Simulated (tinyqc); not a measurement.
Deal-Grove kinetics of thermal oxidation of silicon: one step, computed by the program tinyqc.

Oxidant diffuses through the oxide and reacts at the interface, so that dx/dt = B/(A + 2x) for the oxide thickness x.

Task: A single trial Runge-Kutta step of the thin-film equation. With f(x) = B/(A + 2x) + c (B/A) exp(-x/L) and h = L/(4 f(x_i)): k1 = f(x_i), k2 = f(x_i + h k1/2), k3 = f(x_i + h k2/2), k4 = f(x_i + h k3), x = x_i + h (k1 + 2 k2 + 2 k3 + k4)/6.

Inputs (values chosen for the exercise, close to those used for silicon): temperature T = 825 C; initial oxide x_i = 0.1 um; ratio c of the extra rate to B/A = 4.1; decay length L = 0.0065 um.

Ambient: dry oxygen. Surface: (100). Extension: thin-film term.

length A = 0.4982252 um

parabolic constant B = 8.887632e-04 um^2/h

linear constant B/A = 0.001783858 um/h

Give: step h; k1 to k4; x after the step.

Result:

step h = 1.2766 h

k1 to k4 (um/h): [0.0012729, 0.0012699, 0.0012699, 0.0012670]

x after the step = 0.10162 um
